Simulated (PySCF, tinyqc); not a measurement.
Inside a calculation. Method: RHF in the 3-21g basis, for H3+, spin multiplicity 1. The lowest restricted solution is unstable here: a spin-polarised one lies 0.0192 hartree lower (PySCF). One step of it, computed by the program tinyqc.

Question. Iteration 2: building the Fock matrix. J_ij = sum D_kl (ij|kl), K_ij = sum D_kl (ik|jl); F = H + J - 0.5 K; E = tr D H + tr D J / 2 - 0.25 tr D K + E_nn.

D after iteration 1:
```
          1H 1s     1H 2s     2H 1s     2H 2s     3H 1s     3H 2s
1H 1s  0.254888  0.450789  0.056383  0.045009  0.056383  0.045009
1H 2s  0.450789  0.797256  0.099718  0.079602  0.099718  0.079602
2H 1s  0.056383  0.099718  0.012473  0.009956  0.012473  0.009956
2H 2s  0.045009  0.079602  0.009956  0.007948  0.009956  0.007948
3H 1s  0.056383  0.099718  0.012473  0.009956  0.012473  0.009956
3H 2s  0.045009  0.079602  0.009956  0.007948  0.009956  0.007948
```

core Hamiltonian H = T + V (hartree):
```
           1H 1s      1H 2s      2H 1s      2H 2s      3H 1s      3H 2s
1H 1s  -0.913176  -0.968492  -0.127303  -0.378528  -0.127303  -0.378528
1H 2s  -0.968492  -1.134321  -0.354342  -0.621169  -0.354342  -0.621169
2H 1s  -0.127303  -0.354342  -0.727761  -0.848761  -0.000055  -0.020505
2H 2s  -0.378528  -0.621169  -0.848761  -0.956684  -0.020505  -0.112998
3H 1s  -0.127303  -0.354342  -0.000055  -0.020505  -0.727761  -0.848761
3H 2s  -0.378528  -0.621169  -0.020505  -0.112998  -0.848761  -0.956684
```

Two-electron integrals (ij|kl) in chemists' order, unique and non-zero (hartree):
```
(11|11) 1.140145   (21|11) 0.611403   (21|21) 0.345152   (22|11) 0.626370
(22|21) 0.380329   (22|22) 0.482957   (31|11) 0.028813   (31|21) 0.017497
(31|22) 0.021760   (31|31) 0.001772   (32|11) 0.095781   (32|21) 0.061029
(32|22) 0.086895   (32|31) 0.006929   (32|32) 0.037907   (33|11) 0.370698
(33|21) 0.239029   (33|22) 0.358007   (33|31) 0.028813   (33|32) 0.192888
(33|33) 1.140145   (41|11) 0.192888   (41|21) 0.110229   (41|22) 0.124000
(41|31) 0.006929   (41|32) 0.024434   (41|33) 0.095781   (41|41) 0.037907
(42|11) 0.270492   (42|21) 0.167366   (42|22) 0.223110   (42|31) 0.013222
(42|32) 0.060677   (42|33) 0.270492   (42|41) 0.060677   (42|42) 0.127457
(43|11) 0.239029   (43|21) 0.153754   (43|22) 0.228287   (43|31) 0.017497
(43|32) 0.110229   (43|33) 0.611403   (43|41) 0.061029   (43|42) 0.167366
(43|43) 0.345152   (44|11) 0.358007   (44|21) 0.228287   (44|22) 0.332776
(44|31) 0.021760   (44|32) 0.124000   (44|33) 0.626370   (44|41) 0.086895
(44|42) 0.223110   (44|43) 0.380329   (44|44) 0.482957   (51|11) 0.028813
(51|21) 0.017497   (51|22) 0.021760   (51|31) 0.000648   (51|32) 0.002517
(51|33) 0.010321   (51|41) 0.004764   (51|42) 0.007661   (51|43) 0.006666
(51|44) 0.010301   (51|51) 0.001772   (52|11) 0.095781   (52|21) 0.061029
(52|22) 0.086895   (52|31) 0.002517   (52|32) 0.010417   (52|33) 0.043742
(52|41) 0.017090   (52|42) 0.030687   (52|43) 0.028253   (52|44) 0.043729
(52|51) 0.006929   (52|52) 0.037907   (53|11) 0.000005   (53|21) 2.99e-06
(53|22) 3.13e-06   (53|31) 1.44e-07   (53|32) 4.85e-07   (53|33) 1.88e-06
(53|41) 9.46e-07   (53|42) 1.36e-06   (53|43) 1.21e-06   (53|44) 1.81e-06
(53|51) 1.44e-07   (53|52) 4.85e-07   (54|11) 0.004415   (54|21) 0.002755
(54|22) 0.003686   (54|31) 0.000109   (54|32) 0.000437   (54|33) 0.001811
(54|41) 0.000764   (54|42) 0.001306   (54|43) 0.001170   (54|44) 0.001809
(54|51) 0.000289   (54|52) 0.001346   (54|53) 2.22e-08   (54|54) 0.000052
(55|11) 0.370698   (55|21) 0.239029   (55|22) 0.358007   (55|31) 0.010321
(55|32) 0.043742   (55|33) 0.185416   (55|41) 0.067909   (55|42) 0.126805
(55|43) 0.119760   (55|44) 0.185411   (55|51) 0.028813   (55|52) 0.192888
(55|53) 1.88e-06   (55|54) 0.006185   (55|55) 1.140145   (61|11) 0.192888
(61|21) 0.110229   (61|22) 0.124000   (61|31) 0.004764   (61|32) 0.017090
(61|33) 0.067909   (61|41) 0.032956   (61|42) 0.049840   (61|43) 0.043820
(61|44) 0.066601   (61|51) 0.006929   (61|52) 0.024434   (61|53) 9.46e-07
(61|54) 0.001091   (61|55) 0.095781   (61|61) 0.037907   (62|11) 0.270492
(62|21) 0.167366   (62|22) 0.223110   (62|31) 0.007661   (62|32) 0.030687
(62|33) 0.126805   (62|41) 0.049840   (62|42) 0.087823   (62|43) 0.081792
(62|44) 0.125181   (62|51) 0.013222   (62|52) 0.060677   (62|53) 1.36e-06
(62|54) 0.002381   (62|55) 0.270492   (62|61) 0.060677   (62|62) 0.127457
(63|11) 0.004415   (63|21) 0.002755   (63|22) 0.003686   (63|31) 0.000289
(63|32) 0.001346   (63|33) 0.006185   (63|41) 0.001091   (63|42) 0.002381
(63|43) 0.003648   (63|44) 0.004341   (63|51) 0.000109   (63|52) 0.000437
(63|53) 2.22e-08   (63|54) 0.000019   (63|55) 0.001811   (63|61) 0.000764
(63|62) 0.001306   (63|63) 0.000052   (64|11) 0.043626   (64|21) 0.026489
(64|22) 0.033637   (64|31) 0.001516   (64|32) 0.006052   (64|33) 0.024935
(64|41) 0.008636   (64|42) 0.015539   (64|43) 0.015900   (64|44) 0.023177
(64|51) 0.001516   (64|52) 0.006052   (64|53) 2.18e-07   (64|54) 0.000257
(64|55) 0.024935   (64|61) 0.008636   (64|62) 0.015539   (64|63) 0.000257
(64|64) 0.002343   (65|11) 0.239029   (65|21) 0.153754   (65|22) 0.228287
(65|31) 0.006666   (65|32) 0.028253   (65|33) 0.119760   (65|41) 0.043820
(65|42) 0.081792   (65|43) 0.077353   (65|44) 0.119751   (65|51) 0.017497
(65|52) 0.110229   (65|53) 1.21e-06   (65|54) 0.003648   (65|55) 0.611403
(65|61) 0.061029   (65|62) 0.167366   (65|63) 0.001170   (65|64) 0.015900
(65|65) 0.345152   (66|11) 0.358007   (66|21) 0.228287   (66|22) 0.332776
(66|31) 0.010301   (66|32) 0.043729   (66|33) 0.185411   (66|41) 0.066601
(66|42) 0.125181   (66|43) 0.119751   (66|44) 0.185213   (66|51) 0.021760
(66|52) 0.124000   (66|53) 1.81e-06   (66|54) 0.004341   (66|55) 0.626370
(66|61) 0.086895   (66|62) 0.223110   (66|63) 0.001809   (66|64) 0.023177
(66|65) 0.380329   (66|66) 0.482957
```

nuclear repulsion = 0.92707991 hartree

Give: Coulomb J; exchange K; Fock matrix F; total energy of this density.

Answer.

Coulomb J (hartree):
```
        1H 1s   1H 2s   2H 1s   2H 2s   3H 1s   3H 2s
1H 1s  1.5321  0.8879  0.0483  0.2865  0.0483  0.2865
1H 2s  0.8879  1.0445  0.1849  0.4755  0.1849  0.4755
2H 1s  0.0483  0.1849  0.7631  0.4829  0.0000  0.0080
2H 2s  0.2865  0.4755  0.4829  0.6946  0.0080  0.0727
3H 1s  0.0483  0.1849  0.0000  0.0080  0.7631  0.4829
3H 2s  0.2865  0.4755  0.0080  0.0727  0.4829  0.6946
```

exchange K (hartree):
```
        1H 1s   1H 2s   2H 1s   2H 2s   3H 1s   3H 2s
1H 1s  1.2020  1.0102  0.1833  0.4397  0.1833  0.4397
1H 2s  1.0102  0.9738  0.2096  0.4525  0.2096  0.4525
2H 1s  0.1833  0.2096  0.1273  0.1600  0.0312  0.0753
2H 2s  0.4397  0.4525  0.1600  0.2697  0.0753  0.1801
3H 1s  0.1833  0.2096  0.0312  0.0753  0.1273  0.1600
3H 2s  0.4397  0.4525  0.0753  0.1801  0.1600  0.2697
```

Fock matrix F (hartree):
```
         1H 1s    1H 2s    2H 1s    2H 2s    3H 1s    3H 2s
1H 1s   0.0179  -0.5857  -0.1707  -0.3119  -0.1707  -0.3119
1H 2s  -0.5857  -0.5767  -0.2743  -0.3719  -0.2743  -0.3719
2H 1s  -0.1707  -0.2743  -0.0283  -0.4459  -0.0156  -0.0502
2H 2s  -0.3119  -0.3719  -0.4459  -0.3969  -0.0502  -0.1303
3H 1s  -0.1707  -0.2743  -0.0156  -0.0502  -0.0283  -0.4459
3H 2s  -0.3119  -0.3719  -0.0502  -0.1303  -0.4459  -0.3969
```

total energy of this density = -0.998411 hartree
